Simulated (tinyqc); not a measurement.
## Non-linearity against on/off ratio

Worst-case read of an N x N array without selectors, ideal wires, unselected lines floating and all unselected cells in the low state with resistance K Ron: the sneak path is Rsn = K Ron [2/(N - 1) + 1/(N - 1)^2], in parallel with the selected cell Rc. A sense resistor Ron to ground gives Vout = Vr Ron/(Ron + Rc Rsn/(Rc + Rsn)); margin = [Vout(Rc = Ron) - Vout(Rc = ra Ron)]/Vr. Here N = 256; the columns give the margin for ra = 5, 50 and 500.

Results:
```
K      Rsn/Ron  margin, ra = 5 (%)  margin, ra = 50 (%)  margin, ra = 500 (%)
1     0.007859            0.004819             0.005911              0.006020
10     0.07859              0.3902               0.4842                0.4937
30      0.2358               2.355                2.984                 3.049
100     0.7859               9.887                13.06                 13.41
300      2.358               20.32                27.99                 28.87
1000     7.859               28.33                40.16                 41.55
3000     23.58               31.53                45.16                 46.79
```

Estimate the missing row, K = 3.

Computed row:
```
K  Rsn/Ron  margin, ra = 5 (%)  margin, ra = 50 (%)  margin, ra = 500 (%)
3  0.02358             0.04129              0.05079               0.05175
```

With this row back in the table: At K = 1 the margin is 0.00482 % for ra = 5 and 0.00602 % for ra = 500: an on/off ratio 100 times larger gains a factor of only 1.25, because the sneak path (0.0079 Ron) shunts the cell. Raising K to 3000 lifts the margin at ra = 50 from 0.00591 to 45.2 %.

Computed by the program tinyqc: `OMP_NUM_THREADS=1 python tinyqc.py 2880060 2880061 out.jsonl`, one thread of a shared Intel Xeon 2.30GHz, about 0.02 s for the whole run.
